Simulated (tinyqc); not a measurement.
# Radius from the resistance

Problem. Two half-spaces of a free-electron metal (one valley, spin 2) meet through a circular opening of radius a in an insulating sheet. kF = (3 pi^2 n)^(1/3), resistivity rho = hbar kF/(n q^2 l). Maxwell: RM = rho/(2 a); Sharvin: RS = 4 rho l/(3 pi a^2); interpolation R = RS + gamma RM, gamma = (1 + 0.83 K)/(1 + 1.33 K), K = l/a. Find a.

Values chosen for this exercise:

| symbol | value | unit | meaning |
|---|---|---|---|
| n | 7.7e22 | cm^-3 | free-electron density |
| l | 2.6 | nm | mean free path |

Constants: q = 1.602176634e-19 C, hbar = 1.054571817e-34 J s. Results are converted to the units shown.

R = 69.066597 ohm

Solution. R falls steadily as a grows, so there is one root, found by bisection.

a = 3.000 nm
K = 0.8667

Numbers from tinyqc (`OMP_NUM_THREADS=1 python tinyqc.py 2760009 2760010 out.jsonl`; about 0.01 s on one thread of a shared Intel Xeon 2.30GHz).
